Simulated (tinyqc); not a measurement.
Inside a calculation. Method: plane-wave Kohn-Sham cycle with exchange-only LDA in a layered model solid. One step of it, computed by the program tinyqc.

Task: Iteration 1: levels at that k. Diagonalise the Hermitian matrix.

H (hartree), lower triangle:
```
           -3         -2         -1         +0         +1         +2        +3
-3   1.418957
-2  -0.315000   0.462308
-1   0.020000  -0.315000  -0.091542
+0   0.000000   0.020000  -0.315000  -0.242592
+1   0.000000   0.000000   0.020000  -0.315000   0.009158
+2   0.000000   0.000000   0.000000   0.020000  -0.315000   0.663708
+3   0.000000   0.000000   0.000000   0.000000   0.020000  -0.315000  1.721057
```

Give: eigenvalues.

Result:

eigenvalues (hartree): -0.6213  -0.2029  0.1510  0.5446  0.7337  1.5217  1.8142
